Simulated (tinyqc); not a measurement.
Anisotropic elasticity and sound waves of a cubic crystal: one step, computed by the program tinyqc. Command: `OMP_NUM_THREADS=1 python tinyqc.py 3000564 3000565 out.jsonl cubicelastic walk`. One thread of a shared host (Intel(R) Xeon(R) Processor @ 2.30GHz), about 0.01 s of CPU time with the checks.

Voigt order 1..6 = xx, yy, zz, yz, xz, xy, with engineering shear strains. The rotated frame has x' as named, z' along the wafer normal and y' = z' x x'.

Task: Moduli along the axes of the frame. Invert C' to S'. E along x' = 1/S'11, along y' = 1/S'22; Poisson ratios nu(x'y') = -S'12/S'11 and nu(x'z') = -S'13/S'11; in-plane shear modulus 1/S'66.

Frame: (113) wafer, x' along [1-10].

C' (GPa), lower triangle (symmetric):
```
          1         2         3         4         5         6
1  353.2100
2   50.2845  367.2821
3   84.1455   70.0734  333.4212
4  -20.5228   -9.3286   29.8514  132.5534
5    0.0000    0.0000    0.0000    0.0000  146.6255
6    0.0000    0.0000    0.0000    0.0000  -20.5228  112.7645
```

Give: E along x'; E along y'; nu(x'y'); nu(x'z'); in-plane shear modulus.

Result:

E along x' = 323.5 GPa

E along y' = 348.1 GPa

nu(x'y') = 0.08335

nu(x'z') = 0.2533

in-plane shear modulus = 109.9 GPa

E differs between x' and y' by -7.1 %.
